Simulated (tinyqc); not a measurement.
k.p theory built from an empirical-pseudopotential calculation at Gamma, step by step. Values are carried at full precision from step to step, so a last printed digit may differ when a step is redone from the rounded ones.

Empirical pseudopotential on the fcc lattice, atoms at +/- tau, tau = a (1,1,1)/8, no spin-orbit coupling. H(G,G') = c (2 pi/a)^2 |k + G|^2 delta + VS(q) cos(q.tau) + i VA(q) sin(q.tau), q = G - G', c = hbar^2/2m0; k and G in units of 2 pi/a; VS at |q|^2 = 3, 8, 11 and VA at 3, 4, 11, in rydberg, zero elsewhere. The basis is fixed: all 89 G with |G|^2 up to Gcut. Energies are counted from the fourth level at Gamma.

Constants: hbar^2/2m0 = 3.80998211 eV angstrom^2; Ry = 13.60569312 eV.

Values chosen for the exercise (near those of Si; not measured data): a = 5.432 angstrom (lattice constant); VS = (-0.216, 0.039, 0.081) Ry (symmetric form factors); VA = (0, 0, 0) Ry (antisymmetric form factors); Gcut = 19 (2 pi/a)^2 (largest |G|^2 of the fixed basis).

## Levels at Gamma

Diagonalise H at k = 0 and group equal levels.

Multiplets at Gamma:
```
multiplet,degeneracy,E (eV)
1,1,-12.6447
2,3,0.0000
3,3,3.5078
4,1,3.8815
5,1,7.6535
6,2,8.0384
7,3,12.5569
8,1,14.3816
9,3,27.5257
```

The lowest empty multiplet is a triplet at 3.508 eV; the lowest empty singlet (s-like) is multiplet 4.

## Mass of the s-like conduction level (multiplet 4)

For a multiplet A of d_A states, W(B) = (4 c/(3 d_A)) sum over n in A, m in B and i = x, y, z of |<n|G_i|m>|^2 (G in 1/angstrom, <n|G_i|m> = sum_G c_n(G)* G_i c_m(G)); the mean inverse mass of A is 1 + sum_B W(B)/(E_A - E_B). Multiplets with W = 0 are left out.

List the couplings (the first eight at most); W to the valence triplet is the Kane energy Ep.

Couplings:
```
multiplet B,degeneracy,E_B (eV),W (eV),W/(E_A - E_B)
2,3,0.0000,21.3853,5.5096
7,3,12.5569,0.0431,-0.0050
11,3,29.1172,0.5022,-0.0199
19,3,45.9216,0.1290,-0.0031
22,3,46.9222,0.0416,-0.0010
25,3,52.2995,0.0293,-0.0006
34,3,86.2317,0.0141,-0.0002
38,3,87.8612,0.0305,-0.0004
```

sum over the higher multiplets = 0
1/m = 6.4795

Ep = 21.39 eV. The valence triplet gives 5.51, all other levels together -0.03; m = 0.1543, against 0.1536 for two levels alone.

## Valence parameters

Fold all other levels onto the valence triplet: D(u) = c + 4 c^2 sum_m <n|u.G|m><m|u.G|n'>/(0 - E_m), in units of c. Along [100] its eigenvalues are L (once) and M (twice); along [111] (L + 2M + 2N)/3 (once) and (L + 2M - N)/3 (twice). Then g1 = -(L + 2M)/3, g2 = -(L - M)/6, g3 = -N/6.

eigenvalues along [100]: -6.309  -3.411  -3.411

eigenvalues along [111]: -10.353  -1.389  -1.389

L, M, N: -6.309  -3.411  -8.964

g1, g2, g3: 4.377  0.483  1.494

With spin-orbit coupling added at fixed g1, g2, g3 and large against the hole energy these give heavy and light masses along [100] of 0.293 and 0.187. The s-like level alone adds Ep/(3E) = 1.84 to g1. Local form factors fix Ep and the gap only roughly, so these values can lie far from measured ones.

## Checks

- 1/m of the s-like level from the sum against the curvature of the band: both 6.480.
- L and M against the curvatures along [100]: largest relative difference 3.9e-07.

Computed by tinyqc, a small Python program: `OMP_NUM_THREADS=1 python tinyqc.py 1051078 1051079 out.jsonl` (the numbers bound the seed that draws the inputs); one thread of a shared host (Intel(R) Xeon(R) Processor @ 2.30GHz), about 0.5 s for the whole set of steps.
